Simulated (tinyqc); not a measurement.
Comparisons within one model: two-band k.p model of the X valleys of a zinc-blende crystal. A value that a table varies takes the place of the one given here.

k along the valley axis, counted from X, c = hbar^2/2m0, e = c k^2/ml. H = [[e - D/2, i P k], [-i P k, e + D/2]] with P^2 = D0 c/ml, so E = e -/+ sqrt(D^2/4 + D0 e). For D = 0 (diamond lattice) the bands cross at X.

With x = D/D0: for x < 1 the minima lie at k_m = sqrt(ml D0 (1 - x^2)/(4 c)), the hump at X has the height dE = (D0/4)(1 - x)^2 and the mass at the minimum is ml/(1 - x^2); the mass at X is ml/(1 - 1/x), negative for x < 1. For x > 1 the minimum is at X.

Thermal masses along the axis for one X point, lower band, E from the minimum, on 1601 points from -0.8 to 0.8 1/angstrom: density-of-states mass m_d = c I^2/(pi kT), I = integral of exp(-E/kT) dk; conductivity mass m_c = 2 c kT/<(dE/dk)^2> with central differences.

Constants: hbar^2/2m0 = 3.80998211 eV angstrom^2; kB = 8.617333262e-05 eV/K.

Values chosen for the exercise (of the order of those of GaP; not measured data):

| symbol | value | unit | meaning |
|---|---|---|---|
| D0 | 0.468 | eV | coupling energy |
| ml | 0.916 | m0 | mass along the axis from remote bands |
| D | 0.357 | eV | splitting of the two conduction levels at X |
| T | 300 | K | temperature |

## From the diamond lattice to a polar crystal

D is varied at fixed D0 and ml.

Results:

| x | D (eV) | k_m (1/angstrom) | dE (meV) | mass at the minimum |
|---|---|---|---|---|
| 0.00 | 0.000 | 0.1677 | 117.00 | 0.916 |
| 0.30 | 0.140 | 0.1600 | 57.33 | 1.007 |
| 0.60 | 0.281 | 0.1342 | 18.72 | 1.431 |
| 0.80 | 0.374 | 0.1006 | 4.68 | 2.544 |
| 0.90 | 0.421 | 0.0731 | 1.17 | 4.821 |
| 1.10 | 0.515 | 0.0000 | 0.00 | 10.076 |
| 1.30 | 0.608 | 0.0000 | 0.00 | 3.969 |
| 2.00 | 0.936 | 0.0000 | 0.00 | 1.832 |
| 4.00 | 1.872 | 0.0000 | 0.00 | 1.221 |

At D = 0 the minima lie 0.1677 1/angstrom from X under a cusp of D0/4 = 117 meV, the pattern of silicon. The hump shrinks as (1 - x)^2, faster than k_m, so at x = 0.9 it is only 1.17 meV although k_m is still 44 % of its first value. The mass diverges at x = 1 from both sides (4.82 at 0.9, 10.08 at 1.1), where the band is quartic.

## Temperature

Thermal masses against T.

Results:

| T (K) | kT (meV) | m_d | m_c |
|---|---|---|---|
| 10 | 0.86 | 9.164 | 2.331 |
| 20 | 1.72 | 9.775 | 2.547 |
| 50 | 4.31 | 10.565 | 3.066 |
| 100 | 8.62 | 9.635 | 3.221 |
| 200 | 17.23 | 7.681 | 2.991 |
| 300 | 25.85 | 6.489 | 2.754 |
| 500 | 43.09 | 5.170 | 2.434 |

m_d goes from 9.164 to 5.170 and m_c goes from 2.331 to 2.434; m_d peaks in between, at 10.565 for 50 K among these rows; m_c peaks in between, at 3.221 for 100 K among these rows. The limits are 4 x 2.191 and 2.191 for kT far below dE = 6.58 meV, and ml = 0.916 for both at kT far above D0; near kT = dE the flat region between the minima can push both above the first limit. No single longitudinal mass describes such a valley, so values from cyclotron resonance, donor spectra and carrier densities differ.

## What each parameter does

Shape of the lower band and thermal masses. Each row changes one parameter from the base and keeps the others.

Results:

| case | k_m (1/angstrom) | dE (meV) | m_d (m0) | m_c (m0) |
|---|---|---|---|---|
| base | 0.1084 | 6.582 | 6.489 | 2.754 |
| D = 0.3677 eV | 0.1038 | 5.374 | 6.486 | 2.811 |
| D0 = 0.482 eV | 0.1144 | 8.104 | 6.546 | 2.708 |
| ml = 0.8885 m0 | 0.1068 | 6.582 | 6.294 | 2.672 |
| T = 291 K | 0.1084 | 6.582 | 6.575 | 2.773 |

The largest shifts from the base row, up to three for each result and ties (the steps differ in size, so this ranks the rows, not the parameters). k_m (1/angstrom): D0 +0.0059, D -0.0047, ml -0.0016; unchanged at the printed digits by T. dE (meV): D0 +1.523, D -1.208; unchanged at the printed digits by ml and T. m_d (m0): ml -0.195, T +0.086, D0 +0.057. m_c (m0): ml -0.083, D +0.056, D0 -0.046.

Program tinyqc; command `OMP_NUM_THREADS=1 python tinyqc.py 1850166 1850167 out.jsonl`; about 0.01 s on one thread of a shared Intel(R) Xeon(R) Processor @ 2.30GHz.
